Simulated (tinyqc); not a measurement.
Comparisons within one model: standing waves and exposure in a photoresist film. A value that a table varies takes the place of the one given here.

Normal incidence from air. Unexposed resist: N1 = n1 + i k1 with k1 = (A + B) lam/(4 pi), lam in micrometres. r01 = (1 - N1)/(1 + N1), t01 = 2/(1 + N1). Substrate Ns = ns + i ks: r12 = (N1 - Ns)/(N1 + Ns). With p = exp(2 pi i N1 d/lam), the field at depth z is E(z) = t01 [exp(2 pi i N1 z/lam) + r12 p^2 exp(-2 pi i N1 z/lam)]/(1 + r01 r12 p^2), the relative intensity I(z) = n1 |E(z)|^2 and the reflectance R = |(r01 + r12 p^2)/(1 + r01 r12 p^2)|^2.

Inputs chosen for the exercise (a resist on Si, indices near tabulated ones; not measured data):
- lam = 193 nm (vacuum wavelength)
- n1 = 1.676 (resist index)
- A = 0.07 1/micrometre (bleachable absorption (Dill A))
- B = 0.46 1/micrometre (fixed absorption (Dill B))
- d = 92 nm (resist thickness)
- ns = 0.89 (substrate n)
- ks = 2.81 (substrate k)

## Swing of the coupled dose with resist thickness

The mean of I is taken over 800 depths; the relative dose to clear is taken as 1/(mean of I over the lowest period, 60 depths), scaled to 1 in the first row.

Swing:
```
d (nm)       R  mean I  relative dose
92.0    0.5767  1.5803          1.000
101.6   0.6701  1.1559          1.294
111.2   0.6649  1.0799          1.276
120.8   0.5544  1.3754          0.968
130.4   0.3543  2.0217          0.684
140.0   0.3612  2.0584          0.712
149.6   0.5483  1.4530          1.029
159.2   0.6459  1.0941          1.323
168.8   0.6402  1.0530          1.304
178.4   0.5250  1.3480          0.996
188.0   0.3216  1.9345          0.713
197.6   0.3303  1.9391          0.742
207.2   0.5216  1.3797          1.059
```

The period is 57.6 nm, six rows. The relative dose swings between 0.684 and 1.323, a ratio (max - min)/mean of 0.633, against the estimate 4 sqrt(|r01|^2 |r12|^2) exp(-(A + B) d) = 0.735 for the oscillating part alone; the ratio from the table also holds the slow rise from absorption, 5.9 % over two periods, so the two are not strictly comparable. The dose is least sensitive to thickness at an extremum; the lowest dose listed is at 130.4 nm.

## What moves the exposure

The mean of I is over 800 depths. Each row changes one parameter from the base and keeps the others.

Results:
```
case                   |r12|^2       R  mean I  I at the bottom
base                    0.5830  0.5767  1.5803           0.6521
d = 102 nm              0.5830  0.6717  1.1461           0.5015
n1 = 1.693              0.5813  0.5930  1.5105           0.6342
B = 0.66 1/micrometre   0.5811  0.5558  1.5542           0.6398
ks = 2.529              0.5355  0.5494  1.5004           0.7109
ns = 0.979              0.5561  0.5524  1.5618           0.6359
```

The largest shifts from the base row, up to three for each result and ties (the steps differ in size, so this ranks the rows, not the parameters). |r12|^2: ks -0.0475, ns -0.0269, B -0.0019; unchanged at the printed digits by d. R: d +0.0951, ks -0.0273, ns -0.0243. mean I: d -0.4342, ks -0.0800, n1 -0.0698. I at the bottom: d -0.1506, ks +0.0588, n1 -0.0179.

tinyqc: `OMP_NUM_THREADS=1 python tinyqc.py 1682312 1682313 out.jsonl`; about 0.01 s, one thread, shared Intel(R) Xeon(R) Processor @ 2.30GHz.
